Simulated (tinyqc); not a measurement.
# Equilibrium and kinetic segregation of a solute to boundaries and growing surfaces, step by step

A worked calculation. Computed by tinyqc, a small Python program that keeps every step. Command: `OMP_NUM_THREADS=1 python tinyqc.py 3005154 3005155 out.jsonl segreg walk`. One thread of a shared host (Intel(R) Xeon(R) Processor @ 2.30GHz), about 0.01 s of CPU time with the checks. Intermediate numbers are printed to about 6 digits and carried at full precision; extremes and crossings named in words are read from the listed rows.

Inputs (values chosen for the exercise, modelled on phosphorus in polycrystalline silicon):
```
quantity,value,unit
segregation energy Q,0.43,eV
interaction z w (positive attracts),0.24,eV
total solute fraction x0,0.02,-
temperature T,1025,K
grain size d,170,nm
boundary thickness delta,0.41,nm
atomic volume Omega,20.02,angstrom^3
clean boundary energy gamma_0,0.66,J/m^2
bulk diffusivity D,5.6e-19,m^2/s
anneal time t,46,s
exchange barrier E_b,1.68,eV
surface segregation energy E_s,0.47,eV
growth temperature T_g,860,K
growth rate,4.9,monolayers/s
mixing,0.3,-
```

Isotherm: Fowler-Guggenheim.

Constants: k_B = 8.617333262e-05 eV/K; 1 eV/angstrom^2 = 16.02176634 J/m^2.

## Coverage for very large grains, by iteration

With theta the solute fraction on boundary sites and x that in the grains, theta/(1 - theta) = [x/(1 - x)] exp[(Q + z w theta)/(k_B T)]. The coverage theta_inf is that for x = x0. Start at theta = 0; theta(new) = theta + mixing (theta(out) - theta); stop below 1e-10, 80 steps at most.

Iteration:
```
step,theta in,theta out,out - in
1,0.000000,0.726397,7.26397e-01
2,0.217919,0.827575,6.09656e-01
3,0.400816,0.887504,4.86688e-01
4,0.546822,0.921450,3.74628e-01
5,0.659211,0.940899,2.81689e-01
6,0.743717,0.952448,2.08731e-01
...,...,...,...
67,0.973989,0.973989,4.65003e-10
68,0.973989,0.973989,3.35104e-10
69,0.973989,0.973989,2.41493e-10
70,0.973989,0.973989,1.74032e-10
71,0.973989,0.973989,1.25417e-10
72,0.973989,0.973989,9.03815e-11
```

coverage theta_inf = 0.973989

last residual = 9.03815e-11

Converged; without interaction theta would be 0.7264.

## Depletion of small grains

Finite grains: boundary sites are the fraction f = 3 delta/d, and x0 = (1 - f) x + f theta; solve both equations for theta; share at boundaries = f theta/x0.

site fraction f = 0.00723529

coverage theta = 0.959175

fraction x left in the grains = 0.0131553

share of solute at boundaries = 34.6996 %

enrichment theta/x = 72.9118

35 % of the solute sits at boundaries; for a dopant that share is electrically lost.

## Boundary energy

Gibbs adsorption for this isotherm in a dilute matrix: gamma = gamma_0 + Gam_0 [k_B T ln(1 - theta) + z w theta^2/2], Gam_0 = delta/Omega sites per area.

Gam_0 = 20.4795 1/nm^2

boundary energy gamma = 0.0952754 J/m^2

Segregation lowers gamma by 86 %, and the driving force of grain growth with it. Caution: gamma nears or passes zero; a compound usually precipitates before that. Caution: so much solute in the grains may exceed the solubility and is no longer dilute. Caution: near saturation a single segregation energy is a poor picture.

## How fast the boundary fills

McLean kinetics from a uniform start, fed from both sides, with a constant enrichment beta = theta_inf/x0: (theta - x0)/(theta_inf - x0) = 1 - exp(s^2) erfc(s), s = 2 sqrt(D t)/(beta delta); half filling at s = 0.7691, t = (0.7691 beta delta/2)^2/D. D is an input and does not follow T.

s = 0.508387

degree of filling = 0.388585

time to half filling = 105.277 s

diffusion length sqrt(D t) = 5.07543 nm

## Segregation at a growing surface

Two-state exchange during growth, dilute: jump up r_u = nu exp(-E_b/(k_B T_g)), jump back r_d = r_u exp(-E_s/(k_B T_g)), nu = 1e13 1/s. In the time 1/R of one monolayer the share carried up is p = [r_u/(r_u + r_d)] [1 - exp(-(r_u + r_d)/R)]; the tail decays as p^n, length -1/ln p monolayers; the equilibrium limit has p = r_u/(r_u + r_d).

r_u = 1428.41 1/s

r_d = 2.51510 1/s

share carried up p = 0.998242

decay length = 568.433 monolayers

Exchange is fast against growth: the equilibrium regime, where heating shortens the tail.

## Tail length against growth temperature

The formulas are those given above.

Exchange model:
```
T_g (K),r_u/R,p,length (monolayers),equilibrium limit
592,1.01796e-02,0.010128,2.17748e-01,10027.6
633,8.59190e-02,0.082331,4.00479e-01,5521.5
667,4.12962e-01,0.338294,9.22646e-01,3559.0
702,1.77336e+00,0.830014,5.36734e+00,2367.6
729,4.96021e+00,0.992449,1.31933e+02,1775.7
757,1.33380e+01,0.999256,1.34365e+03,1346.5
798,5.00893e+01,0.998925,9.30088e+02,930.1
860,2.91512e+02,0.998242,5.68433e+02,568.4
963,3.29357e+03,0.996542,2.88707e+02,288.7
```

The length peaks among these rows at 757 K with 1340 monolayers. Below, exchange freezes (r_u/R = 0.010 in the first row); above, the length follows the equilibrium limit, about exp(E_s/(k_B T)), down to 289.

## Coverage against grain size

The formulas are those given above.

At T:
```
d (nm),theta,x in the grains,share at boundaries (%)
15,0.230154,0.0012281,94.3629
30,0.444865,0.0018358,91.1974
60,0.805658,0.0035569,82.5799
120,0.947157,0.0103982,48.5418
250,0.965397,0.0153257,23.7488
500,0.970281,0.0176565,11.9345
1000,0.972255,0.0188273,5.9794
5000,0.973660,0.0197653,1.1976
```

From the largest grains to the smallest the share at boundaries rises from 1.2 to 94 %, and x/x0 falls to 0.061. In the dilute limit x/x0 = 1/(1 - f + f exp(Q/(k_B T))), which gives 0.086 at 15 nm.

Checks made by the program: mass balance (relative difference below 1e-10).
